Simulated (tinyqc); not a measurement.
Metal gate on a two-layer dielectric stack with fixed charge and a dipole: two steps of the calculation.

Gate, layer 2, layer 1, p-type semiconductor; x runs from the gate inwards. Charges are counted in units of +q. psi is the band bending at the surface, positive towards inversion. Classical charge, Boltzmann statistics, no interface traps.

Inputs (values chosen for the exercise); band and dielectric values close to those of 4H silicon carbide, layer 1 close to silicon nitride, layer 2 close to hafnium oxide: temperature T = 350 K; band gap Eg = 3.3 eV; relative permittivity eps_r = 9.85; conduction-band density of states at T Nc = 2.12e19 cm^-3; valence-band density of states at T Nv = 3.13e19 cm^-3; electron affinity chi = 3.57 eV; acceptor density Na = 5.2e16 cm^-3; work function of the gate metal pM = 4.87 eV; thickness of layer 1, next to the semiconductor t1 = 0.9 nm; relative permittivity of layer 1 e1 = 7.54; thickness of layer 2, next to the gate t2 = 5.9 nm; relative permittivity of layer 2 e2 = 21.4; fixed charge at the semiconductor interface Q1 = 6e10 cm^-2; fixed charge between the layers Q2 = 3.5e11 cm^-2; uniform charge density in layer 1 r1 = 0 cm^-3; uniform charge density in layer 2 r2 = 9.8e18 cm^-3; flat-band shift by a dipole layer between the layers Vd = 0 V; band bending psi of the working point ps = 3.08 V.

Constants: q = 1.602176634e-19 C, kB = 1.380649e-23 J/K, Vt = kB T/q, eps0 = 8.8541878128e-14 F/cm where lengths are in cm. Results are converted to the units shown.

Question 1. Flat-band voltage, term by term. EOT = 3.9 (t1/e1 + t2/e2), Cox = eps0/(t1/e1 + t2/e2); phi_ms = pM - (chi + Eg - Vt ln(Nv/Na)). Vfb = phi_ms + Vd - (q/eps0) [Q1 (t1/e1 + t2/e2) + Q2 t2/e2 + r1 (t1^2/(2 e1) + t1 t2/e2) + r2 t2^2/(2 e2)]: each charge counts with its electrical distance from the gate.

Find: terms; Vfb.

Answer 1.

terms (V): phi_ms -1.807, dipole 0.000, Q1 -0.004, Q2 -0.017, r1 0.000, r2 -0.144
Vfb = -1.973 V

Apart from phi_ms the largest term is that of r2, -144 mV; all charges and the dipole together move Vfb by -166 mV.

Question 2. Charge in the semiconductor. ni = sqrt(Nc Nv) exp(-Eg/(2 Vt)), Eg in volts. Qs = -sign(psi) sqrt(2 q eps0 eps_r Na Vt [exp(-u) + u - 1 + (ni/Na)^2 (exp(u) - u - 1)]), u = psi/Vt.

Give: Qs.

Answer 2.

Qs = -0.34263 uC/cm^2

The surface is in strong inversion: psi exceeds 2 Vt ln(Na/ni) = 2.93 V.

Program tinyqc, `OMP_NUM_THREADS=1 python tinyqc.py 2010125 2010126 out.jsonl`; Intel Xeon 2.30GHz, shared host, one thread, about 0.01 s.
